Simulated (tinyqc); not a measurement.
Charge control and current of a heterostructure field-effect transistor: one step, computed by the program tinyqc.

Two subbands in a triangular well; E_F is counted from the conduction band edge of the channel at the interface.

Task: Threshold and barrier capacitance. Threshold V_T = phi_B - dE_c - sigma d/(eps eps_0) (in volts); C_b = eps eps_0/d.

Inputs (values chosen for the exercise, modelled on AlGaN/GaN):
```
quantity,value,unit
permittivity eps (barrier and channel),9.65,-
barrier thickness d,13,nm
Schottky barrier phi_B,1,eV
conduction band offset dE_c,0.24,eV
polarisation charge sigma/e,9.4e+12,1/cm^2
```

Charge source: polarisation. Velocity law: two-piece.

Constants: e = 1.602176634e-19 C; eps_0 = 8.8541878128e-12 F/m.

Give: threshold voltage V_T; barrier capacitance C_b.

Result:

threshold voltage V_T = -1.5314 V

barrier capacitance C_b = 0.65725 microfarad/cm^2

The device is normally on.
